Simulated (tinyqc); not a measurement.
The internal displacement: deformation potentials from a strained empirical pseudopotential.

Diamond lattice, no spin-orbit coupling. Atomic form factor V(q) = a1 (q^2 - a2)/(a3 exp(a4 q^2) - 1) in rydberg with q in 1/bohr, for the unstrained cell. Under a strain e the reciprocal vectors and k go over into (1 + e)^(-1) G, the atoms sit at +/- tau with tau = (1 + e) a (1,1,1)/8 - zeta a (eyz, ezx, exy)/4, and H(G,G') = c |k + G|^2 delta + (V(q)/det(1 + e)) cos(q.tau), q = G - G', with the term q = 0 left out; c = hbar^2/2m0. The basis is fixed before straining: all G with |k + G|^2 up to 16 (2 pi/a)^2. k is given in units of 2 pi/a of the unstrained cell.

Constants: hbar^2/2m0 = 3.80998211 eV angstrom^2; Ry = 13.60569312 eV; a0 (Bohr radius) = 0.5291772105 angstrom.

Values chosen for the exercise (out of a larger set: near those of Si; not measured data):

| symbol | value | unit | meaning |
|---|---|---|---|
| a | 5.44 | angstrom | lattice constant |
| A | (0.534, 2.208, 2.074, 0.491) |  | a1 (Ry bohr^2), a2 (1/bohr^2), a3, a4 (bohr^2) |
| h | 0.005 |  | size of the test strain |

Xu of L (level 5, the lowest empty one) and d from exy = eyz = ezx = h for several zeta: Xu = [E(L [111]) - E(L [1-1-1])]/((8/3) h), d = (single valence level - pair)/(3 sqrt(3) h). zeta = 0 strains the bonds with the lattice; zeta = 1 keeps all four bond lengths equal to first order.

Results:

| zeta | Xu (L) (eV) | d (eV) |
|---|---|---|
| 0.00 | 11.02 | 0.59 |
| 0.25 | 11.45 | -1.71 |
| 0.50 | 11.89 | -4.01 |
| 0.60 | 12.08 | -4.92 |
| 0.75 | 12.36 | -6.30 |
| 1.00 | 12.84 | -8.59 |

What does the comparison show, and why?

From zeta = 0 to 1, d goes from 0.59 to -8.59 eV and Xu (L) from 11.02 to 12.84 eV, both nearly linearly: the displacement is an optical-phonon mode, and d = d(0) - zeta d0/4 gives its deformation potential d0 = 37 eV. Leaving the relaxation out (zeta = 0 for 0.5) moves d by +4.59 eV, which reverses its sign, and Xu (L) by -0.87 eV. Tetragonal strain has no such freedom.

Run: tinyqc, `OMP_NUM_THREADS=1 python tinyqc.py 1850332 1850333 out.jsonl`; Intel(R) Xeon(R) Processor @ 2.30GHz, one thread, shared host; about 0.2 s of CPU time with all checks.
